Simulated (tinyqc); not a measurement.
CMOS inverter, nodal equation and switching: two steps of the calculation.

An n-channel pull-down (bn, VTn) and a p-channel pull-up (bp, VTp) share the input Vin and the output node Vout, which carries the load C. Transistor (EKV form, voltages against the body): I = 2 n b Vt^2 [F(vp - Vs) - F(vp - Vd)] from drain to source, F(v) = ln^2(1 + exp(v/(2 Vt))), vp = (Vg - VT + sg |Vd - Vs|)/n. n-channel bodies are at 0; for the p-channel device all voltages are counted down from Vdd. b in uA/V^2 gives I in uA. Static: In = Ip. Transient: C dVout/dt = Ip - In. No velocity saturation, no gate capacitance beyond C.

Values chosen for this exercise:
```
symbol  value    unit                                  meaning
T         300       K                              temperature
Vdd         1       V                           supply voltage
n        1.12                                     slope factor
sg      0.085                   drain-induced barrier lowering
VTn      0.26       V                      n-channel threshold
VTp      0.39       V          p-channel threshold (magnitude)
bn        160  uA/V^2  gain factor of the pull-down transistor
bp         80  uA/V^2    gain factor of the pull-up transistor
C         1.3      fF                         load capacitance
Vin      0.42       V                            input voltage
```

Constants: q = 1.602176634e-19 C, kB = 1.380649e-23 J/K, Vt = kB T/q. Results are converted to the units shown.

Question 1. Output voltage by Newton steps. f = In - Ip at (Vin, Vout); G = df/dVout by a central difference with +/- 1e-6 V; Vout(new) = Vout - f/G.

Vout after iteration 1 = 0.22856701 V

Wanted: In; Ip; G; Vout after iteration 2.

Answer 1.

In = 2.3522 uA
Ip = 2.3455 uA
G = 4.0775 uS
Vout after iteration 2 = 0.22692 V

Question 2. Delays and energy. For a step input the delay to Vdd/2 is tHL = C times the integral of dV/(In - Ip) from Vdd/2 to Vdd at Vin = Vdd, and tLH likewise with Ip - In from 0 to Vdd/2 at Vin = 0. Energy drawn for one full cycle of the output: C Vdd^2. Leakage power: Vdd times the mean of the supply currents at Vin = 0 and Vdd.

Find: tHL; tLH; energy; leakage power.

Answer 2.

tHL = 14.293 ps
tLH = 40.236 ps
energy = 1.3000 fJ
leakage power = 0.27241 nW

Program tinyqc, `OMP_NUM_THREADS=1 python tinyqc.py 2340046 2340047 out.jsonl`; Intel Xeon 2.30GHz, shared host, one thread, about 0.04 s.
